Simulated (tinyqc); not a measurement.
Worked calculation: exchange-only LDA atom on a uniform radial grid, spin-unpolarised, for Li. Computed by tinyqc, a small Python program that keeps every step. Settings: Z = 3, points = 192, R = 12.8, functional = Slater exchange alone, mixing = 1.0, iteration cap = 89. Command: `OMP_NUM_THREADS=1 python tinyqc.py 29149 29150 out.jsonl` (the two numbers bound the seeds that draw the settings). One thread of a shared host (Intel(R) Xeon(R) Processor @ 2.60GHz), about 0.2 s of CPU time with the checks. Later iterations appear only in the table of the cycle.

## Iteration 1

Spherical atom on a uniform radial grid r_j = j h with h = R/(N + 1), h sum u^2 = 1 and integrals as h times sums, u(0) = u(R) = 0 (atomic units):
```
parameter,value
Z,3
points N,192
R,12.800000
h,0.066321
mixing,1.000000
electrons in 1s,2
electrons in 2s,1
```

Three-point differences turn -u''/2 + [l(l+1)/2r^2 - Z/r + V] u = e u into a tridiagonal matrix (diagonal 1/h^2 + potential, off-diagonal -1/2h^2). D = sum f u^2; the Hartree potential y/r solves y'' = -D/r with y(0) = 0, y(R) = N_e; v_xc comes from rho = D/(4 pi r^2); E = sum f e - int D V + int D (V_H/2 + eps_xc); V(new) = V + mixing (V_H + v_xc - V).

eigenvalues (hartree): 1s -4.456325, 2s -1.122230

Every 12th grid point:
```
r,V in,u(1s),u(2s),D,V_H,v_xc
0.795855,0.000000,0.764094,-0.167278,1.195660,3.012842,-0.523480
1.591710,0.000000,0.142558,-0.743813,0.593903,1.757037,-0.261166
2.387565,0.000000,0.019948,-0.631339,0.399385,1.235198,-0.174615
3.183420,0.000000,0.002481,-0.374066,0.139938,0.939219,-0.101618
3.979275,0.000000,0.000289,-0.186949,0.034950,0.753475,-0.055148
4.775130,0.000000,0.000032,-0.084507,0.007142,0.628200,-0.028765
5.570984,0.000000,3.52e-06,-0.035743,0.001278,0.538498,-0.014625
6.366839,0.000000,3.76e-07,-0.014419,0.000208,0.471191,-0.007305
7.162694,0.000000,3.94e-08,-0.005614,0.000032,0.418837,-0.003601
7.958549,0.000000,4.09e-09,-0.002126,4.52e-06,0.376953,-0.001757
8.754404,0.000000,4.19e-10,-0.000788,6.21e-07,0.342685,-0.000851
9.550259,0.000000,4.27e-11,-0.000287,8.22e-08,0.314128,-0.000409
10.346114,0.000000,0,-0.000103,1.05e-08,0.289964,-0.000196
11.141969,0.000000,0,-0.000036,1.29e-09,0.269252,-0.000092
11.937824,0.000000,0,-0.000011,1.31e-10,0.251302,-0.000041
12.733679,0.000000,0,-7.15e-07,0,0.235596,0.000000
```

total energy = -6.65325799 hartree

## Iteration 2

As before.

eigenvalues (hartree): 1s -1.296227, 2s -0.000323

Every 12th grid point:
```
r,V in,u(1s),u(2s),D,V_H,v_xc
0.795855,2.489362,0.847603,0.048571,1.439220,2.568008,-0.556853
1.591710,1.495871,0.303787,-0.190345,0.220804,1.488440,-0.187793
2.387565,1.060583,0.094434,-0.346536,0.137923,1.067000,-0.122507
3.183420,0.837602,0.027818,-0.418454,0.176651,0.843999,-0.109824
3.979275,0.698327,0.007971,-0.434457,0.188880,0.701464,-0.096779
4.775130,0.599435,0.002250,-0.419224,0.175759,0.600171,-0.083670
5.570984,0.523873,0.000630,-0.388264,0.150750,0.523624,-0.071733
6.366839,0.463886,0.000176,-0.349927,0.122449,0.463506,-0.061229
7.162694,0.415236,0.000049,-0.308323,0.095063,0.415034,-0.052024
7.958549,0.375196,0.000014,-0.265356,0.070414,0.375189,-0.043878
8.754404,0.341834,3.78e-06,-0.221870,0.049226,0.341941,-0.036546
9.550259,0.313719,1.05e-06,-0.178220,0.031762,0.313857,-0.029800
10.346114,0.289768,2.92e-07,-0.134542,0.018102,0.289886,-0.023423
11.141969,0.269160,8.08e-08,-0.090884,0.008260,0.269238,-0.017163
11.937824,0.251261,2.11e-08,-0.047251,0.002233,0.251301,-0.010598
12.733679,0.235596,1.20e-09,-0.003634,0.000013,0.235596,-0.001836
```

total energy = -7.05645007 hartree

## Convergence

Stop when input and output potentials agree to 1e-7.

Course of the cycle (hartree):
```
iteration,E,e(1s),e(2s),largest |V(out) - V(in)|
1,-6.65325799,-4.456325,-1.122230,4.37e+00
2,-7.05645007,-1.296227,-0.000323,1.20e+00
3,-7.09134339,-1.949799,-0.101670,3.78e-01
4,-7.09425433,-1.745198,-0.071526,1.09e-01
5,-7.09449263,-1.802218,-0.079080,3.14e-02
6,-7.09451227,-1.786074,-0.077051,9.02e-03
7,-7.09451389,-1.790670,-0.077613,2.59e-03
8,-7.09451403,-1.789353,-0.077453,7.44e-04
9,-7.09451404,-1.789731,-0.077499,2.14e-04
10,-7.09451404,-1.789623,-0.077486,6.14e-05
11,-7.09451404,-1.789654,-0.077490,1.76e-05
12,-7.09451404,-1.789645,-0.077488,5.07e-06
13,-7.09451404,-1.789647,-0.077489,1.46e-06
14,-7.09451404,-1.789647,-0.077489,4.18e-07
15,-7.09451404,-1.789647,-0.077489,1.20e-07
16,-7.09451404,-1.789647,-0.077489,3.45e-08
```

Converged in 16 iterations. A uniform grid resolves the cusp poorly: for a bare nucleus this grid gives 1s at -4.45633 against -Z^2/2 = -4.5 hartree. Before convergence this energy mixes input and output and is not variational, so it may rise towards its limit.
